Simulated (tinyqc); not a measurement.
Hueckel theory of the pi electrons with the omega technique, for the molecule C=CC(=C)C(=C)F (SMILES; centres numbered as the heavy atoms are written), step by step. One step of it, computed by the program tinyqc.

Task: Orbitals, round 2. Diagonalise; E = alpha + x beta with beta < 0, so the largest x are filled first; degenerate levels share their electrons. P = sum n_i c_ri c_si; each orbital has its largest coefficient positive (the first on a tie).

matrix after round 1, lower triangle:
```
           1C        2C         3C        4C        5C         6C        7F
1C  -0.000282
2C   1.000000  0.000249
3C   0.000000  1.000000  -0.001305
4C   0.000000  0.000000   1.000000  0.001639
5C   0.000000  0.000000   1.000000  0.000000  0.011274
6C   0.000000  0.000000   0.000000  0.000000  1.000000  -0.020640
7F   0.000000  0.000000   0.000000  0.000000  0.620000   0.000000  3.019065
```

pi electrons, sum of z_r less the charge = 8

Give: x values; occupations; coefficients; charge and bond-order matrix P.

Result:

x values: 3.1757  1.8754  0.9522  0.5056  -0.5258  -1.0262  -1.9468

occupations: 2.0000  2.0000  2.0000  2.0000  0.0000  0.0000  0.0000

coefficients:
```
       MO1      MO2      MO3      MO4      MO5      MO6      MO7
1C  0.0106   0.2483   0.5106  -0.4211   0.4584  -0.4900   0.2235
2C  0.0338   0.4658   0.4863  -0.2130  -0.2409   0.5027  -0.4350
3C  0.0967   0.6250  -0.0477   0.3134  -0.3317  -0.0260   0.6235
4C  0.0305   0.3336  -0.0501   0.6220   0.6288   0.0253  -0.3200
5C  0.2429   0.3736  -0.4816  -0.2501  -0.2139  -0.5014  -0.4580
6C  0.0760   0.1971  -0.4951  -0.4753   0.4234   0.4986   0.2378
7F  0.9611  -0.2026   0.1445   0.0617   0.0374   0.0768   0.0572
```

charge and bond-order matrix P, lower triangle:
```
         1C       2C       3C       4C      5C       6C      7F
1C   0.9996
2C   0.9080   0.9999
3C  -0.0001   0.4089   1.0010
4C  -0.4086  -0.0009   0.8175   1.0031
5C  -0.0905   0.0025   0.4032   0.0012  0.9863
6C  -0.0059  -0.0904   0.0103  -0.4055  0.8988   1.0313
7F   0.0154  -0.0095  -0.0425  -0.0143  0.1454  -0.1355  1.9789
```
